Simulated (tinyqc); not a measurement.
Inside a calculation. Method: sp3 tight binding, zinc-blende lattice. One step of it, computed by the program tinyqc.

Problem. Bloch Hamiltonian at k. Slater-Koster rules over the four bonds with direction cosines (l, m, n): ss V_ss; s-px l V_sp; px-s -l V_sp; px-px l^2 V_pps + (1 - l^2) V_ppp; px-py l m (V_pps - V_ppp); each times exp(i k.d).

Parameters chosen for this model: zinc-blende lattice, anion at 0, cation at a/4 (1,1,1); V = eta hbar^2 / (m d^2), hbar^2/m = 7.619964 eV angstrom^2:
```
parameter          value      unit
a               6.360000  angstrom
d               2.753961  angstrom
Es anion      -11.510000        eV
Ep anion       -7.320000        eV
Es cation     -11.510000        eV
Ep cation      -7.320000        eV
eta ss         -1.400000
eta sp          1.840000
eta pp sigma    3.240000
eta pp pi      -0.810000
V ss           -1.406583        eV
V sp            1.848652        eV
V pp sigma      3.255236        eV
V pp pi        -0.813809        eV
```

k point k (2 pi / a): 0.100000  -0.520000  -0.340000

Give: H(k) at k.

Solution.

H(k) at k (eV), lower triangle (Hermitian):
```
                a s          a px           a py           a pz
a s         -11.510
a px          0.000        -7.320
a py          0.000         0.000         -7.320
a pz          0.000         0.000          0.000         -7.320
c s   -3.274-0.327i  1.565+0.394i  -0.233-2.646i  -0.419-1.469i
c px  -1.565-0.394i  1.263+0.126i   0.533+1.867i   0.296+3.362i
c py   0.233+2.646i  0.533+1.867i   1.263+0.126i  -1.988-0.500i
c pz   0.419+1.469i  0.296+3.362i  -1.988-0.500i   1.263+0.126i

          c s    c px    c py    c pz
c s   -11.510
c px    0.000  -7.320
c py    0.000   0.000  -7.320
c pz    0.000   0.000   0.000  -7.320
```
